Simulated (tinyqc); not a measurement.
What moves the results: virtual-crystal alloy in the empirical-pseudopotential method. A value that a table varies takes the place of the one given here.

Empirical pseudopotential on the fcc lattice, atoms at +/- tau, tau = a (1,1,1)/8, no spin-orbit coupling. H(G,G') = c (2 pi/a)^2 |k + G|^2 delta + VS(q) cos(q.tau) + i VA(q) sin(q.tau), q = G - G', c = hbar^2/2m0; k and G in units of 2 pi/a; VS at |q|^2 = 3, 8, 11 and VA at 3, 4, 11, in rydberg, zero elsewhere. At each k the basis holds all G with |k + G|^2 up to 16; energies are counted from the fourth level at Gamma.

Virtual crystal A(1-x)B(x): a = (1 - x) a_A + x a_B. Rule linear: V = (1 - x) V_A + x V_B. Rule volume: V = [(1 - x) a_A^3 V_A + x a_B^3 V_B]/a^3, since a form factor is an atomic potential divided by the cell volume.

Constants: hbar^2/2m0 = 3.80998211 eV angstrom^2; Ry = 13.60569312 eV.

Parameters, chosen for this exercise (classic local form factors of the size used for Si (A) and Ge (B), which place X and L only to a few tenths of an eV; not measured data):

| symbol | value | unit | meaning |
|---|---|---|---|
| a | (5.421, 5.666) | angstrom | lattice constants of A, B |
| VSA | (-0.206, 0.041, 0.078) | Ry | symmetric form factors of A |
| VAA | (0, 0, 0) | Ry | antisymmetric form factors of A |
| VSB | (-0.229, 0.01, 0.06) | Ry | symmetric form factors of B |
| VAB | (0, 0, 0) | Ry | antisymmetric form factors of B |
| rule | linear |  | mixing rule |

## Gaps across the alloy

Gaps from the valence top to the fifth band at Gamma, at L = (1/2,1/2,1/2) and at the lowest of k = (f,0,0), f = 0.70, 0.75, ..., 1.00. Bowing C = 4 [(E(0) + E(1))/2 - E(1/2)].

Gaps (eV):

| x | Gamma | Delta/X | f of the minimum | L | lowest |
|---|---|---|---|---|---|
| 0.000 | 3.241 | 0.608 | 0.85 | 1.738 | Delta/X |
| 0.167 | 3.277 | 0.675 | 0.85 | 1.614 | Delta/X |
| 0.333 | 3.060 | 0.742 | 0.85 | 1.486 | Delta/X |
| 0.500 | 2.622 | 0.806 | 0.85 | 1.353 | Delta/X |
| 0.667 | 2.175 | 0.868 | 0.85 | 1.217 | Delta/X |
| 0.833 | 1.718 | 0.929 | 0.85 | 1.076 | Delta/X |
| 1.000 | 1.253 | 0.987 | 0.85 | 0.932 | L |

bowing (eV): Gamma -1.500, Delta/X -0.034, L -0.073

How do the results move?

The lowest valley changes: Delta/X to L between x = 0.833 and 1.000. From A to B the Gamma gap moves by -1.99 eV, L by -0.81 eV and Delta/X by +0.38 eV; a move of Delta/X below about 0.4 eV is within the error of such form factors, sign included. The virtual crystal holds no disorder and no bond relaxation, so its bowing comes from the non-linear dependence on the mean potential and volume alone, and it may differ from measured bowing, which is positive in these alloys, in size and even in sign; crossings move with it; where the character of the fifth band at Gamma changes along x, its value mixes two levels.

## Two mixing rules

Gaps from the valence top to the fifth band at Gamma, at L = (1/2,1/2,1/2) and at the lowest of k = (f,0,0), f = 0.70, 0.75, ..., 1.00. Both rules agree at the ends.

Gaps (eV):

| x | Gamma, linear | Delta/X, linear | L, linear | Gamma, volume | Delta/X, volume | L, volume |
|---|---|---|---|---|---|---|
| 0.25 | 3.275 | 0.709 | 1.551 | 3.212 | 0.712 | 1.528 |
| 0.50 | 2.622 | 0.806 | 1.353 | 2.537 | 0.810 | 1.323 |
| 0.75 | 1.948 | 0.899 | 1.147 | 1.883 | 0.902 | 1.124 |

What can be read from the table?

At x = 0.5 the volume rule moves Gamma by -85 meV, Delta/X by +4 meV and L by -30 meV, that is the bowing by -4 times these; the lattice constants differ by 4.5 %, and the rules would coincide for equal ones.

Run: tinyqc, `OMP_NUM_THREADS=1 python tinyqc.py 1050572 1050573 out.jsonl`; Intel(R) Xeon(R) Processor @ 2.30GHz, one thread, shared host; about 0.2 s of CPU time with all checks.
